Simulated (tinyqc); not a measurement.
# One-dimensional ballistic tunnel FET, two-band WKB, step by step

Computed by the program tinyqc: `OMP_NUM_THREADS=1 python tinyqc.py 2620004 2620005 out.jsonl`, one thread of a shared Intel Xeon 2.30GHz, about 0.01 s for the whole run. Printed values are rounded.

A p-type source for x < 0 with its Fermi level at 0 and its valence edge at ds; in the channel the bands fall as D exp(-x/lam) towards their flat values, with the conduction edge at Ec = ds - dP and D = dP + Eg. The gate moves dP one to one. The drain Fermi level lies at -Vd and the drain side reflects nothing. For w = E - Ec between 0 and dP an electron crosses the gap. Two-band dispersion with equal masses m: inside the gap kappa = sqrt(m u (1 - u/Eg)/C), u the distance from a band edge, C = hbar^2/(2 m0).

Values chosen for this exercise; band and dielectric values close to those of indium phosphide: temperature T = 300 K; band gap Eg = 1.33 eV; band-edge mass of the two-band model m = 0.097 m0; screening length of the source junction lam = 5.4 nm; source valence edge above the source Fermi level ds = 0.1 eV; drain bias Vd = 0.3 V; number of degenerate subbands (spin apart) g = 2; tunnelling window Ev(source) - Ec(channel) dP = 0.1 eV; energy above the channel conduction edge w0 = 0.078 eV; cells of the path nc = 9; points of the energy grid nE = 11.

Constants: q = 1.602176634e-19 C, kB = 1.380649e-23 J/K, hbar = 1.054571817e-34 J s, h = 6.62607015e-34 J s, m0 = 9.1093837015e-31 kg, Vt = kB T/q, hbar^2/(2 m0) = 0.0380998212 eV nm^2. Results are converted to the units shown.

## The path through the gap by the midpoint rule

At w = w0 the path runs from xa = lam ln(D/(w + Eg)) to xb = lam ln(D/w); u(x) = w + Eg - D exp(-x/lam) is the height above the valence edge. Cut it into nc equal cells: S = 2 (cell width) times the sum of kappa at the centres.

xa = 0.0837226 nm
xb = 15.7071 nm

```
cell   x (nm)   u (eV)  kappa (1/nm)
0      0.9517  0.20906      0.669772
1      2.6876  0.53867      0.903314
2      4.4235  0.77766      0.906768
3      6.1595  0.95095      0.830662
4      7.8954  1.07660      0.722649
5      9.6313  1.16771      0.602300
6     11.3673  1.23377      0.476730
7     13.1032  1.28167      0.344352
8     14.8391  1.31640      0.185131
```

S = 19.5871

## The exponent in closed form

S(w) = 2 lam int_0^Eg kappa(u) du/(w + Eg - u) = 2 pi lam sqrt(m/(C Eg)) [w + Eg/2 - sqrt(w (w + Eg))], T(w) = exp(-S). The common triangular estimate is S = (4/3) lam sqrt(m/C) Eg^1.5/(dP + Eg) for all w.

S(w0) = 19.3219
T(w0) = 4.06059e-9
triangular S = 12.3225

The midpoint value is 1.4 % above the closed form, and the triangular estimate 36 % below it.

## Current on a coarse grid

S(w) = 2 lam int_0^Eg kappa(u) du/(w + Eg - u) = 2 pi lam sqrt(m/(C Eg)) [w + Eg/2 - sqrt(w (w + Eg))], T(w) = exp(-S). I = g (2 q^2/h) int_0^dP T(w) [f(E) - f(E + Vd)] dw, E = ds - dP + w, f(x) = 1/(1 + exp(x/Vt)). Simpson's rule on nE equally spaced points.

```
point    w (eV)         T(w)  difference of the f
0      0.000000  2.77042e-14             0.499991
1      0.010000  3.96878e-12             0.404478
2      0.020000  2.42523e-11             0.315689
3      0.030000  8.89064e-11             0.238582
4      0.040000  2.50939e-10             0.175479
5      0.050000  6.00418e-10             0.126298
6      0.060000   1.27918e-9            0.0894056
7      0.070000   2.49823e-9            0.0625187
8      0.080000   4.55767e-9            0.0433327
9      0.090000   7.86918e-9            0.0298471
10     0.100000   1.29808e-8            0.0204686
```

I = 1.52464e-9 uA

A converged quadrature gives 1.525e-9 uA; this grid is within 0.01 % of that.
